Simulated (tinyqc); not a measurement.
Inside a calculation: six-band Luttinger-Kohn model with strain. Values are carried at full precision from step to step, so a last printed digit may differ when a step is redone from the rounded ones.

Constants: hbar^2/2m0 = 3.80998211 eV angstrom^2.

Inputs chosen for the exercise (near those of GaAs; not measured data):
- C11 = 128 GPa
- C12 = 59.2 GPa
- C44 = 61.6 GPa
- load = uniaxial [111] (kind of stress)
- X = 2.21 GPa (stress)
- Dso = 0.334 eV (spin-orbit splitting)
- g1 = 6.95 (Luttinger gamma1)
- g2 = 2.08 (gamma2)
- g3 = 2.94 (gamma3)
- av = 1.11 eV (valence hydrostatic potential)
- b = -1.94 eV (tetragonal shear potential)
- d = -4.69 eV (trigonal shear potential)
- k = (-0.013, 0.054, 0) 1/angstrom (wave vector)
- kmax = 0.08 1/angstrom (end of the path)

## Strain from a uniaxial [111] stress

s11 = (C11 + C12)/((C11 - C12)(C11 + 2 C12)), s12 = -C12/((C11 - C12)(C11 + 2 C12)), s44 = 1/C44; exx = s11 sxx + s12 (syy + szz) and cyclic, exy = s44 sxy/2; tension is positive. A uniaxial stress X along the unit vector n is s_ij = X n_i n_j.

s11, s12, s44 (1/TPa): [11.0427, -3.4921, 16.2338]

strain tensor, rows x, y, z and columns alike:
```
[[0.002990, 0.005979, 0.005979],
 [0.005979, 0.002990, 0.005979],
 [0.005979, 0.005979, 0.002990]]
```

The volume changes by +0.897 %; there is shear in the cubic axes, so d enters.

## The terms P, Q, R, S at one k

P = c g1 k^2 - av tr(e); Q = c g2 (kx^2 + ky^2 - 2 kz^2) - (b/2)(exx + eyy - 2 ezz); R = c sqrt3 [-g2 (kx^2 - ky^2) + 2i g3 kx ky] + (sqrt3/2) b (exx - eyy) - i d exy; S = 2 c sqrt3 g3 (kx - i ky) kz - d (exz - i eyz); c = hbar^2/2m0, e the strain tensor (not engineering shear).

Form the four terms.

Terms (eV):
```
term            from k       from strain
P              0.08169          -0.00996
Q              0.02445           0.00000
R     0.03771-0.02724i          0.02804i
S              0.00000  0.02804-0.02804i
```

## The Hamiltonian

Six-band Luttinger-Kohn model in the basis |3/2,3/2>, |3/2,1/2>, |3/2,-1/2>, |3/2,-3/2>, |1/2,1/2>, |1/2,-1/2>, electron energies, zero at the top of the unstrained valence band. H = -[rows: (P+Q, -S, R, 0, -S/r2, r2 R); (-S*, P-Q, 0, R, -r2 Q, r32 S); (R*, 0, P-Q, S, r32 S*, r2 Q); (0, R*, S*, P+Q, -r2 R*, -S*/r2); (-S*/r2, -r2 Q, r32 S, -r2 R, P+Dso, 0); (r2 R*, r32 S*, r2 Q, -S/r2, 0, P+Dso)], r2 = sqrt(2), r32 = sqrt(3/2). Levels are twofold.

Each term is the sum of its two parts.

H(k) (eV), rows 3/2,3/2, 3/2,1/2, 3/2,-1/2, 3/2,-3/2, 1/2,1/2, 1/2,-1/2 and columns alike:
```
[[-0.0962, 0.0280-0.0280i, -0.0377-0.0008i, 0, 0.0198-0.0198i, -0.0533-0.0011i],
 [0.0280+0.0280i, -0.0473, 0, -0.0377-0.0008i, 0.0346, -0.0343+0.0343i],
 [-0.0377+0.0008i, 0, -0.0473, -0.0280+0.0280i, -0.0343-0.0343i, -0.0346],
 [0, -0.0377+0.0008i, -0.0280-0.0280i, -0.0962, 0.0533-0.0011i, 0.0198+0.0198i],
 [0.0198+0.0198i, 0.0346, -0.0343+0.0343i, 0.0533+0.0011i, -0.4057, 0],
 [-0.0533+0.0011i, -0.0343-0.0343i, -0.0346, 0.0198-0.0198i, 0, -0.4057]]
```

## Levels and their make-up

Diagonalise H. The weights add +m and -m and are averaged over each pair; m is taken along z.

levels from the top, each twofold (eV): [-0.0037, -0.1184, -0.4271]

weights, rows |3/2,+-3/2>, |3/2,+-1/2>, |1/2,+-1/2>; columns top, second, third:
```
[[0.288, 0.677, 0.035],
 [0.691, 0.283, 0.026],
 [0.021, 0.040, 0.939]]
```

The top pair is 69 % |3/2,+-1/2>, the second pair is 68 % |3/2,+-3/2> and the third pair is 94 % |1/2,+-1/2>.

## Band edges at k = 0
Diagonalise H at k = 0. The weights add +m and -m (m along z) and are averaged over each pair.

edges from the top (eV): [0.0585, -0.0229, -0.3397]

weights at k = 0, rows |3/2,+-3/2>, |3/2,+-1/2>, |1/2,+-1/2>; columns top, second, third:
```
[[0.500, 0.475, 0.025],
 [0.500, 0.475, 0.025],
 [0.000, 0.049, 0.951]]
```

The stress splits the top two pairs by 81.5 meV, 3.15 times kT at 300 K (25.85 meV); the third lies 398.2 meV below the top, against Dso = 334 meV without stress.

## Polarisation of the edge transitions

In the basis X, Y, Z times spin, H(k = 0) has -Dso/3 + l exx + m (eyy + ezz) on the diagonal (cyclic) and n exy off it, l = av + 2 b, m = av - b, n = sqrt(3) d. Spin-orbit term (Dso/3) L.sigma on X, Y, Z with (L_k)_ij = -i epsilon_kij: <X+|H|Y+> = -i Dso/3, <X+|H|Z-> = Dso/3, <Y+|H|Z-> = -i Dso/3, <Z+|H|X-> = -Dso/3, <Z+|H|Y-> = i Dso/3, <X-|H|Y-> = i Dso/3, and their conjugates; + and - are the spin along z. The strength of a transition to an s-like conduction level for light polarised along the unit vector u is the weight of the orbital ux X + uy Y + uz Z in the valence state, summed over spin and averaged over the pair.

strain block of X, Y, Z (eV), rows X, Y, Z and columns alike:
```
[[0.00996, -0.04857, -0.04857],
 [-0.04857, 0.00996, -0.04857],
 [-0.04857, -0.04857, 0.00996]]
```

Relative strengths:
```
polarisation    top  second  third
[100]         0.333   0.333  0.333
[010]         0.333   0.333  0.333
[001]         0.333   0.333  0.333
[110]         0.167   0.390  0.444
[1-10]        0.500   0.277  0.223
[111]         0.000   0.446  0.554
```

The top pair is strongest for light along [1-10] (0.500) and weakest along [111] (0.000); without strain every direction has 1/3 on average over the fourfold top. For each polarisation the three pairs add up to 1.

## Hole masses at the edges

Curvature at k = 0: m/m0 = -2 c h^2/(E(h u) + E(-h u) - 2 E(0)) with h = 0.0002 1/angstrom along the unit vector u.

Hole masses (m0):
```
direction    top  second  third
[110]      0.249   0.126  0.112
[1-10]     0.101   0.168  0.200
[100]      0.144   0.144  0.144
[001]      0.144   0.144  0.144
```

Of the directions listed, the top pair is lightest along [1-10] (0.101) and heaviest along [110] (0.249). These masses hold only for hole energies well below the splitting of 81 meV.

## Bands along [100] and [001]

Six points from 0 to kmax in each direction.

Levels (eV):
```
direction  |k| (1/angstrom)      top   second    third  top, no stress  second, no stress
[100]                 0.000   0.0585  -0.0229  -0.3397          0.0000             0.0000
[100]                 0.016   0.0520  -0.0299  -0.3466         -0.0027            -0.0107
[100]                 0.032   0.0349  -0.0520  -0.3684         -0.0109            -0.0417
[100]                 0.048   0.0126  -0.0908  -0.4089         -0.0245            -0.0888
[100]                 0.064  -0.0124  -0.1423  -0.4749         -0.0435            -0.1450
[100]                 0.080  -0.0404  -0.1982  -0.5740         -0.0680            -0.2025
[001]                 0.000   0.0585  -0.0229  -0.3397          0.0000             0.0000
[001]                 0.016   0.0520  -0.0299  -0.3466         -0.0027            -0.0107
[001]                 0.032   0.0349  -0.0520  -0.3684         -0.0109            -0.0417
[001]                 0.048   0.0126  -0.0908  -0.4089         -0.0245            -0.0888
[001]                 0.064  -0.0124  -0.1423  -0.4749         -0.0435            -0.1450
[001]                 0.080  -0.0404  -0.1982  -0.5740         -0.0680            -0.2025
```

## Checks

- Levels against the same model in the basis X, Y, Z times spin: they agree to 1e-10 or better.

(tinyqc, `OMP_NUM_THREADS=1 python tinyqc.py 1050833 1050834 out.jsonl`, Intel(R) Xeon(R) Processor @ 2.30GHz, 1 thread, shared host, about 0.06 s.)
